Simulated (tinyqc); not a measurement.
## MOS inversion layer, Poisson-Schroedinger loop: effect of the temperature

Electrons confined at an insulator interface at z = 0, treated as a hard wall; parabolic valleys, Hartree approximation, no image or exchange terms. The depletion charge lies far deeper than the electrons and gives a uniform field q Nd/(eps0 eps_r); the gate balances all charge. Energies are counted from the band edge at the interface.

Schroedinger equation -(C/mz) psi'' + (V0 + U + dE for set B) psi = E psi, C = hbar^2/(2 m0), psi(0) = 0, on a uniform mesh of 800 nodes with a far wall at 24 nm, 8 levels a set; V0 = q Nd z/(eps0 eps_r); dU/dz = q (Ns - integral of n from 0 to z)/(eps0 eps_r), U(0) = 0; N_k = g md m0 q Vt/(pi hbar^2) ln(1 + exp((EF - E_k)/Vt)), g the number of valleys of the set, sum N_k = Ns. Triangular well: E_k = a_k (C F^2/mz)^(1/3), a_1 = 2.338107, a_2 = 4.087949, C = hbar^2/(2 m0), F in eV/nm. Fang-Howard (all electrons in the lowest level of set A): b^3 = 6 (mz1/C) q (Nd + 11 Ns/32)/(eps0 eps_r), centroid 3/b, level C b^2/(4 mz1) + (3/b) q (Nd + 11 Ns/16)/(eps0 eps_r). The centroid adds 3.9 z_av/eps_r to an oxide-equivalent thickness.

Inputs (values chosen for the exercise); masses and permittivity close to those of silicon (100): relative permittivity eps_r = 11.5; mass along z of valley set A (2 valley(s)) mz1 = 0.932 m0; in-plane density-of-states mass of set A md1 = 0.193 m0; mass along z of valley set B (4 valley(s)) mz2 = 0.191 m0; in-plane density-of-states mass of set B md2 = 0.412 m0; sheet density of electrons Ns = 4.5e12 cm^-2; sheet density of depletion charge Nd = 8.6e11 cm^-2; extra shift of set B (strain) dE = 0 eV.

Constants: q = 1.602176634e-19 C, kB = 1.380649e-23 J/K, hbar = 1.054571817e-34 J s, m0 = 9.1093837015e-31 kg, Vt = kB T/q, eps0 = 8.8541878128e-14 F/cm where lengths are in cm, hbar^2/(2 m0) = 0.0380998212 eV nm^2. Results are converted to the units shown.

The same in every row: Fang-Howard centroid (nm) = 1.69.

Result of one run:
```
T (K)	A1 (meV)	B1 (meV)	EF (meV)	share of A1 (%)	share of set A (%)	centroid z_av (nm)	added oxide equivalent (nm)
50	135	184	163	99.4	99.5	1.60	0.542
```

What becomes of these results when the temperature T is changed from 50 to 77 K, all else the same?

Result of the changed run:
```
T (K)	A1 (meV)	B1 (meV)	EF (meV)	share of A1 (%)	share of set A (%)	centroid z_av (nm)	added oxide equivalent (nm)
77	135	186	162	96.4	97.1	1.64	0.557
```

The whole series:
```
T (K)	A1 (meV)	B1 (meV)	EF (meV)	share of A1 (%)	share of set A (%)	centroid z_av (nm)	added oxide equivalent (nm)
20	135	184	163	100	100	1.59	0.539
50	135	184	163	99.4	99.5	1.60	0.542
77	135	186	162	96.4	97.1	1.64	0.557
120	136	189	160	88.9	91.0	1.75	0.592
200	138	197	153	74.6	79.6	1.95	0.662
300	140	204	138	60.1	68.6	2.20	0.747
400	142	210	117	49.4	60.8	2.45	0.831
500	143	214	92.1	41.3	55.1	2.69	0.914
```

As T goes from 20 to 500, A1 rises from 135 to 143 meV, the share of A1 falls from 100 to 41.3 % and the centroid rises from 1.59 to 2.69 nm. EF lies more than 2 meV above A1 for T = 20, 50, 77, 120, 200. The Fang-Howard centroid is 6.5 % above the full one in the first row, where A1 holds 100 %, and 37 % below it in the last, where A1 holds 41.3 %.

Computed by the program tinyqc: `OMP_NUM_THREADS=1 python tinyqc.py 2160047 2160048 out.jsonl`, one thread of a shared Intel Xeon 2.30GHz, about 1 s for the whole run.
